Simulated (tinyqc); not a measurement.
Carrier lifetime of an n-type layer with SRH, radiative, Auger and surface recombination: one step of the calculation.

Uniform excess density dn = dp (no trapping), n = n0 + dn, p = p0 + dn, Boltzmann statistics, full ionisation. Surfaces enter as a rate 2 S dn/d, which holds while diffusion to them is fast.

Problem. New dn. With e = n p - ni^2 = dn (n0 + p0 + dn): U_SRH = e/(tp0 (n + n1) + tn0 (p + p1)), U_rad = B e, U_Aug = (Cn n + Cp p) e, U_s = 2 S dn/d. Substitution: tau = dn/U with U the sum, dn(new) = G tau.

Parameters, values chosen for the exercise; band and dielectric values close to those of gallium arsenide:
- B = 6.96e-10 cm^3/s (radiative coefficient)
- Cn = 3.8e-30 cm^6/s (Auger coefficient (two electrons))
- Cp = 1.3e-30 cm^6/s (Auger coefficient (two holes))
- S = 4 cm/s (surface recombination velocity (both faces))
- d = 60 um (sample thickness)
- G = 5.7e23 cm^-3 s^-1 (generation rate)

dn at the start = 6e16 cm^-3
n0 = 3.5e16 cm^-3
p0 = 9.5922557e-10 cm^-3
n1 = 1.7538968e8 cm^-3
p1 = 0.19141887 cm^-3
tn0 = 1.8705574e-6 s
tp0 = 1.1223345e-5 s

Find: U_SRH; U_rad; U_Aug; U_s; tau; dn after iteration 1.

Solution.

U_SRH = 4.837e21 cm^-3 s^-1
U_rad = 3.967e24 cm^-3 s^-1
U_Aug = 2.502e21 cm^-3 s^-1
U_s = 8.000e19 cm^-3 s^-1
tau = 1.510e-8 s
dn after iteration 1 = 8.605e15 cm^-3

Program tinyqc, `OMP_NUM_THREADS=1 python tinyqc.py 2300114 2300115 out.jsonl`; Intel Xeon 2.30GHz, shared host, one thread, about 0.01 s.
